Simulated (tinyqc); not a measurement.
Surface Green function of a chain with one s and one p orbital a site, Sancho-Rubio decimation: one step of the calculation.

A semi-infinite lead of cells 0, 1, 2, ... with H0 inside a cell and H1 = <cell i|H|cell i + 1>. H1 = [[-vss, vsp], [-vsp, vpp]]. z = E + i eta.

Question. Self-energy, Dyson check and densities of states. Sigma = H1 g_s H1^dagger is what the lead adds to one more cell, and (z - H0 - Sigma)^(-1) must give g_s back. Densities of states: -Im of the diagonals over pi.

Inputs (values chosen for the exercise): energy E = 4.56 eV; broadening eta = 0.2 eV.

H0 (eV):
```
       s     p
s  -0.94     0
p      0  0.64
```

H1 (eV):
```
       s     p
s   -2.8  2.75
p  -2.75  2.86
```

converged surface Green function g_s (1/eV):
```
                         s                        p
s  -0.08969131-0.09747282i  -0.38138262-0.11884084i
p  -0.38138262-0.11884084i  -0.28201357-0.16780113i
```

converged bulk Green function (1/eV):
```
                         s                        p
s  -0.82383157-0.86869244i   0.00000000+0.00000000i
p   0.00000000+0.00000000i  -0.42956360-0.13868533i
```

Wanted: Sigma; (z - H0 - Sigma)^(-1); surface density of states; bulk density of states.

Answer.

Sigma (eV):
```
                s               p
s  3.0374-0.2030i  3.0297-0.2199i
p  3.0297-0.2199i  3.0141-0.2403i
```

(z - H0 - Sigma)^(-1) (1/eV):
```
                   s                  p
s  -0.08969-0.09747i  -0.38138-0.11884i
p  -0.38138-0.11884i  -0.28201-0.16780i
```

surface density of states, orbital s to p (1/eV): [0.031027, 0.053413]
bulk density of states, orbital s to p (1/eV): [0.27651, 0.04414]

Numbers from tinyqc (`OMP_NUM_THREADS=1 python tinyqc.py 2680105 2680106 out.jsonl`; about 0.02 s on one thread of a shared Intel Xeon 2.30GHz).
